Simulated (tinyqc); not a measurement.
What moves the results: tight-binding t2g bands of a cubic perovskite. A value that a table varies takes the place of the one given here.

Orbitals yz, zx, xy (X, Y, Z below) times spin. E_xy = Dt + 2t (2 - cos x - cos y) + 2 td (1 - cos z) + 4 t2 (1 - cos x cos y) with x = kx a and so on; yz and zx follow by cyclic change, without Dt. Spin-orbit term -(Dso/3) L.sigma + Dso/3 with (L_k)_ij = -i epsilon_kij in X, Y, Z: for Dt = 0 the quartet lies at 0 and the doublet at Dso.

Constants: hbar^2/2m0 = 3.80998211 eV angstrom^2.

Inputs chosen for the exercise (of the size met in SrTiO3 and KTaO3; not measured data): t = 0.263 eV (strong hopping); td = 0.04 eV (weak hopping); t2 = 0 eV (diagonal hopping in the plane of the orbital); Dso = 0.303 eV (spin-orbit splitting at Gamma); Dt = 0 eV (shift of xy (tetragonal field or confinement)); a = 3.967 angstrom (lattice constant); k = (0.01, 0.11, 0.18) 2 pi/a (wave vector).

## Bands along [100] with and without spin-orbit coupling

k = (x,0,0). The plain columns hold the three orbital energies without spin-orbit coupling, sorted.

Levels (eV):

| x (2 pi/a) | plain 1 | plain 2 | plain 3 | pair 1 | pair 2 | pair 3 |
|---|---|---|---|---|---|---|
| 0.00 | 0.0000 | 0.0000 | 0.0000 | 0.0000 | 0.0000 | 0.3030 |
| 0.02 | 0.0006 | 0.0041 | 0.0041 | 0.0018 | 0.0041 | 0.3060 |
| 0.04 | 0.0025 | 0.0165 | 0.0165 | 0.0070 | 0.0165 | 0.3150 |
| 0.06 | 0.0056 | 0.0369 | 0.0369 | 0.0154 | 0.0369 | 0.3302 |
| 0.10 | 0.0153 | 0.1005 | 0.1005 | 0.0389 | 0.1005 | 0.3799 |
| 0.15 | 0.0330 | 0.2168 | 0.2168 | 0.0747 | 0.2168 | 0.4781 |
| 0.20 | 0.0553 | 0.3635 | 0.3635 | 0.1114 | 0.3635 | 0.6104 |
| 0.30 | 0.1047 | 0.6885 | 0.6885 | 0.1771 | 0.6885 | 0.9191 |
| 0.50 | 0.1600 | 1.0520 | 1.0520 | 0.2409 | 1.0520 | 1.2741 |

What can be read from the table?

At the zone edge the heavy yz band has risen by 0.160 eV (4 td) and the light ones by 1.052 eV (4t + 8 t2). Spin-orbit coupling mixes the orbitals while their spacing is below Dso = 0.303 eV: the lowest pair lies +1.2 meV from the plain band at x = 0.02 and +80.9 meV at the edge, where yz has parted from the other two and its offset tends to Dso/3 = 101.0 meV; zx and xy, 0 meV apart without the coupling, still mix there.

## Order of the levels against the shift of xy

Levels at Gamma, the xy weight of the lowest pair and its mass along [100] from m/m0 = c q^2/(E(q) - E(0)), q = 0.001 (2 pi/a).

At Gamma:

| Dt (eV) | pair 1 (eV) | pair 2 (eV) | pair 3 (eV) | xy weight of pair 1 | mass (m0) |
|---|---|---|---|---|---|
| -0.30 | -0.2447 | 0.0000 | 0.2477 | 0.907 | 0.958 |
| -0.15 | -0.1136 | 0.0000 | 0.2666 | 0.830 | 0.992 |
| -0.08 | -0.0576 | 0.0000 | 0.2806 | 0.768 | 1.021 |
| -0.03 | -0.0206 | 0.0000 | 0.2936 | 0.708 | 1.050 |
| -0.01 | -0.0067 | 0.0000 | 0.2997 | 0.681 | 1.065 |
| 0.01 | 0.0000 | 0.0066 | 0.3064 | 0.000 | 1.598 |
| 0.03 | 0.0000 | 0.0193 | 0.3137 | 0.000 | 1.598 |
| 0.08 | 0.0000 | 0.0483 | 0.3347 | 0.000 | 1.598 |
| 0.15 | 0.0000 | 0.0816 | 0.3714 | 0.000 | 1.598 |

What can be read from the table?

For Dt > 0 the lowest pair is the pure yz, zx combination at 0, with mass 1.598 at Dt = 0.15 eV. For Dt < 0 it gains xy weight, 0.68 at -0.01 and 0.91 at -0.3 eV, and its mass tends to the light value 0.921; the scale of the change is Dso = 0.303 eV.

## What each parameter does

The three pairs at k. Each row changes one parameter from the base and keeps the others.

Results:

| case | pair 1 (eV) | pair 2 (eV) | pair 3 (eV) |
|---|---|---|---|
| base | 0.2101 | 0.3660 | 0.6389 |
| t = 0.2893 eV | 0.2254 | 0.4000 | 0.6744 |
| td = 0.06 eV | 0.2305 | 0.3722 | 0.6446 |
| t2 = 0.02 eV | 0.2328 | 0.4140 | 0.6864 |
| Dso = 0.3939 eV | 0.2138 | 0.3688 | 0.7234 |
| Dt = -0.03 eV | 0.1844 | 0.3652 | 0.6354 |

How do the results move?

The largest shifts from the base row, up to three for each result and ties (the steps differ in size, so this ranks the rows, not the parameters). pair 1 (eV): Dt -0.0257, t2 +0.0227, td +0.0204. pair 2 (eV): t2 +0.0480, t +0.0340, td +0.0062. pair 3 (eV): Dso +0.0844, t2 +0.0475, t +0.0355.

Program tinyqc; command `OMP_NUM_THREADS=1 python tinyqc.py 1451794 1451795 out.jsonl`; about 0.01 s on one thread of a shared Intel(R) Xeon(R) Processor @ 2.30GHz.
